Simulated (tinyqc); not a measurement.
From results back to parameters: exciton in an atomically thin sheet (Rytova-Keldysh potential). Four cases, with inputs chosen for the exercise.

Problem. The spacing of the 1s and 2s lines was computed from a hidden kap.

Relative motion in the plane with V(k) = -2 pi q/(k (kap + r0 k)), q = e^2/(4 pi eps0), c = hbar^2/2m0. Normalised Gaussians exp(-a_i r^2): with A = a_i + a_j, S_ij = 2 sqrt(a_i a_j)/A, T_ij = (4c/mu)(a_i a_j/A) S_ij, V_ij = -q S_ij times the integral over k from 0 to infinity of exp(-k^2/4A)/(kap + r0 k).

Converged values use 20 Gaussians with exponents 2^i/b^2, i = -11 to 8, b the larger of a0 kap/(2 mu) and sqrt(a0 r0/mu), a0 = 0.5291772 angstrom; p states use r exp(i theta) exp(-a r^2).

Constants: hbar^2/2m0 = 3.80998211 eV angstrom^2; e^2/(4 pi eps0) = 14.39964547 eV angstrom.

Case 1.

Values chosen (out of a larger set: near those of a MoS2 monolayer; not measured data): r0 = 38.4 angstrom (screening length of the sheet).

mu = 0.25889 m0
2s - 1s = 226.90 meV

Case 2.

Values chosen (out of a larger set: near those of a MoS2 monolayer; not measured data): r0 = 43.7 angstrom (screening length of the sheet).

mu = 0.25107 m0
2s - 1s = 138.46 meV

Case 3.

Values chosen (out of a larger set: near those of a MoS2 monolayer; not measured data): r0 = 43.3 angstrom (screening length of the sheet).

mu = 0.24616 m0
2s - 1s = 145.75 meV

Case 4.

Values chosen (out of a larger set: near those of a MoSe2 monolayer; not measured data): r0 = 48.7 angstrom (screening length of the sheet).

mu = 0.30209 m0
2s - 1s = 263.31 meV

Find: kap; 1s binding.

Solution. The spacing falls steadily as kap grows, so bisection on kap finds one value; the binding follows from the same solution.

Case 1.

kap = 2.45
1s binding = 336 meV

Case 2.

kap = 4.50
1s binding = 183 meV

Case 3.

kap = 4.20
1s binding = 195 meV

Case 4.

kap = 1.00
1s binding = 517 meV

Computed by tinyqc, one run a case: `OMP_NUM_THREADS=1 python tinyqc.py N N+1 out.jsonl` with N = 1252010, 1252166, 1252461, 1252649; one thread of a shared Intel(R) Xeon(R) Processor @ 2.30GHz, about 0.08 s a run at most.
